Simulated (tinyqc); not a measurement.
# Voltage drop against the factor on the load at the hot node

A grid of 13 by 13 nodes with segments Rx (rows) and Ry (columns); every node draws I1 and the central node kh I1; pads with resistance Rp sit at the nodes whose row and column are multiples of the pitch, counting from 0. The drops u = Vdd - V follow from G u = i, with G the conductance matrix and i the load currents, solved directly. Here the pitch is 6.

Inputs (values chosen for the exercise):

| symbol | value | unit | meaning |
|---|---|---|---|
| Vdd | 0.75 | V | supply voltage |
| Rx | 0.32 | ohm | resistance of a horizontal segment |
| Ry | 1.4 | ohm | resistance of a vertical segment |
| Rp | 0.05 | ohm | resistance from a pad node to the supply |
| I1 | 0.42 | mA | load current of a node in the large grid |

Result of one run:
```
pads	worst drop (mV)	mean drop (mV)	largest drop at a pad (mV)	largest pad current (mA)	worst drop over Vdd (%)
9	4.652	3.508	1.575	31.49	0.6202
```

Which factor on the load at the hot node kh gave this result: 1, 10, 50 or 100?

kh = 50.

The whole series:
```
kh	pads	worst drop (mV)	mean drop (mV)	largest drop at a pad (mV)	largest pad current (mA)	worst drop over Vdd (%)
1	9	4.429	3.317	0.6605	13.21	0.5905
2	9	4.433	3.321	0.6791	13.58	0.5911
5	9	4.447	3.333	0.7351	14.70	0.5929
10	9	4.470	3.352	0.8284	16.57	0.5959
20	9	4.515	3.391	1.015	20.30	0.6020
50	9	4.652	3.508	1.575	31.49	0.6202
100	9	4.880	3.704	2.507	50.15	0.6507
```

The worst drop rises from 4.43 to 4.88 mV and the mean drop rises from 3.32 to 3.70 mV. The central node is itself a pad. The drops are linear in the loads, so the mean grows by 0.00391 mV for each unit of kh in every row.

Computed by the program tinyqc: `OMP_NUM_THREADS=1 python tinyqc.py 2770210 2770211 out.jsonl`, one thread of a shared Intel Xeon 2.30GHz, about 0.08 s for the whole run.
